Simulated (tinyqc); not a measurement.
Worked calculation: ellipsoidal valleys in the axes of a wafer and a channel. Values are carried at full precision from step to step, so a last printed digit may differ when a step is redone from the rounded ones.

Valleys with axes a along [111], [1-1-1], [-11-1] and [-1-11], one whole valley each; inverse mass tensor w = 1/mt + (1/ml - 1/mt) a a. Device axes: z = nz/|nz|, x = nx/|nx|, y = z cross x; in them a = (ax, ay, az). Confinement mass mz = 1/w_zz. In the plane w_ij is replaced by u_ij = w_ij - w_iz w_jz/w_zz (i, j = x, y); density-of-states mass md = 1/sqrt(det u); conductivity mass along x mc = 1/u_xx; ballistic transport mass mx = u_yy/det u, width mass my = 1/u_yy.

Constants: hbar^2/2m0 = 3.80998211 eV angstrom^2; kB = 8.617333262e-05 eV/K.

Inputs chosen for the exercise (near those of the L valleys of GaAs; the results hold for these values, not for the real material): ml = 1.843 m0 (longitudinal mass); mt = 0.072 m0 (transverse mass); nz = (1, 1, 2) (surface normal (confinement)); nx = (1, 1, -1) (channel direction); t = 3.1 nm (thickness of the film); T = 400 K (temperature).

## Device axes and valley axes

Give the rows x, y, z in cubic components and each valley axis in device components.

device axes:
```
     [100]   [010]    [001]
x   0.5774  0.5774  -0.5774
y  -0.7071  0.7071   0.0000
z   0.4082  0.4082   0.8165
```

valley axes:
```
               ax        ay        az
[111]     0.33333   0.00000   0.94281
[1-1-1]   0.33333  -0.81650  -0.47140
[-11-1]   0.33333   0.81650  -0.47140
[-1-11]  -1.00000   0.00000   0.00000
```

## Tensors of the valley [111]

Form w and the reduced tensor u.

w (1/m0):
```
         x        y        z
x  12.4060   0.0000  -4.1943
y   0.0000  13.8889   0.0000
z  -4.1943   0.0000   2.0255
```

u (1/m0):
```
        x        y
x  3.7205   0.0000
y  0.0000  13.8889
```

The axis is tilted against the normal, so w_xz or w_yz is not zero and the reduction changes the masses in the plane.

## Masses of all valleys

Give mz, md, mc, mx and my.

Masses (m0):
```
valley        mz       md       mc       mx       my
[111]    0.49370  0.13911  0.26878  0.26878  0.07200
[1-1-1]  0.09155  0.32305  0.08331  0.26878  0.38828
[-11-1]  0.09155  0.32305  0.08331  0.26878  0.38828
[-1-11]  0.07200  0.36427  1.84300  1.84300  0.07200
```

mz md^2 = ml mt^2 = 0.00955 for every valley, so a heavy confinement mass comes with a small density of states. The heaviest mz is 0.494, for [111].

## Subbands and shares in a film

Hard walls: E_n = c (n pi/t)^2/mz, c = hbar^2/2m0, n = 1, 2, 3. Non-degenerate share of a valley proportional to md sum_n exp(-E_n/kT); mean 1/mc = sum of share/mc. 1 nm = 10 angstrom.

Give the ladders, the shares and the mean conductivity mass.

Subbands:
```
valley   E1 (meV)  E2 (meV)  E3 (meV)  share
[111]        79.3     317.0     713.3  1.000
[1-1-1]     427.4    1709.6    3846.7  0.000
[-11-1]     427.4    1709.6    3846.7  0.000
[-1-11]     543.5    2173.8    4891.1  0.000
```

mean mc = 0.2687 m0

The lowest ladder ([111]) holds 100 % of the electrons in these valleys, the next starts 348 meV higher. Energies of several hundred meV lie beyond the parabolic range, and real barriers are finite, so these are upper bounds.

## Checks

- mz md^2 against ml mt^2: they agree to 1e-10 or better.
- mx my against md^2: they agree to 1e-10 or better.

Computed by tinyqc, a small Python program: `OMP_NUM_THREADS=1 python tinyqc.py 1881224 1881225 out.jsonl` (the numbers bound the seed that draws the inputs); one thread of a shared host (Intel(R) Xeon(R) Processor @ 2.30GHz), about 0.01 s for the whole set of steps.
